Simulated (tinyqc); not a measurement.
# Worked calculation: threshold of a short bulk MOSFET: charge sharing, barrier lowering, narrow width

tinyqc, about 0.01 s, one thread, Intel Xeon 2.30GHz (shared host): `OMP_NUM_THREADS=1 python tinyqc.py 2002034 2002035 out.jsonl` Printed values are rounded.

n-channel device on a p-type body, depletion approximation, full ionisation. Uniform doping N = Na. Vbi from Boltzmann statistics is rough for the degenerate source. Cox = eps0 eox/tox.

Parameters, values chosen for the exercise; band and dielectric values close to those of silicon:
- T = 300 K (temperature)
- Eg = 1.1 eV (band gap)
- eps_r = 11.6 (relative permittivity)
- Nc = 2.83e19 cm^-3 (conduction-band density of states at T)
- Nv = 2.6e19 cm^-3 (valence-band density of states at T)
- eox = 24.4 (relative permittivity of the gate insulator (close to zirconium oxide))
- tox = 12 nm (insulator thickness)
- Na = 3.8e17 cm^-3 (channel doping)
- Nsd = 1e20 cm^-3 (source and drain doping)
- Vfb = -0.77 V (flat-band voltage for the doping Na)
- xj = 40 nm (junction depth)
- Vbs = 0 V (body-source voltage)
- Vds = 1.2 V (drain-source voltage)
- W = 1400 nm (gate width)
- xw = 0 (shape factor of the fringing depletion at the width edges)
- L = 160 nm (channel length)

Constants: q = 1.602176634e-19 C, kB = 1.380649e-23 J/K, Vt = kB T/q, eps0 = 8.8541878128e-14 F/cm where lengths are in cm. Results are converted to the units shown.

## Long-channel threshold and scales

ni = sqrt(Nc Nv) exp(-Eg/(2 Vt)), Eg in volts; 2 pB = 2 Vt ln(N/ni); flat band Vfb - Vt ln(N/Na); Wd = sqrt(2 eps0 eps_r (2 pB - Vbs)/(q N)); body term q N Wd/Cox; long-channel VT0 = flat band + 2 pB + body term; Vbi = Vt ln(N Nsd/ni^2); scale length l = sqrt((eps_r/eox) tox Wd).

N = 3.8e17 cm^-3
2 pB = 0.879324 V
flat band = -0.77 V
Wd = 54.4686 nm
body term = 0.184197 V
VT0 = 0.293521 V
Vbi = 1.02339 V
l = 17.6278 nm

## Short-channel and narrow-width shifts

Charge sharing (trapezoid; it ignores Vds): F = (xj/L)(sqrt(1 + 2 Wd/xj) - 1), lowering = body term times F. Barrier lowering: th = exp(-L/(2 l)) + 2 exp(-L/l), lowering = th [2 (Vbi - 2 pB) + Vds], DIBL = th. Narrow width: rise = body term times xw Wd/W. VT by each model = VT0 - lowering + rise.

F = 0.232405
lowering by charge sharing = 42.8082 mV
th = 0.0109203
lowering of the barrier = 16.2508 mV
DIBL = 10.9203 mV/V
narrow-width rise = 0 mV
VT, charge sharing = 0.250713 V
VT, barrier lowering = 0.277270 V

L is 9.08 scale lengths. The charge-sharing lowering is 2.63 times the barrier lowering; the first falls off as 1/L and the second exponentially. Both describe the same loss of gate control, so they are alternatives and are not added.
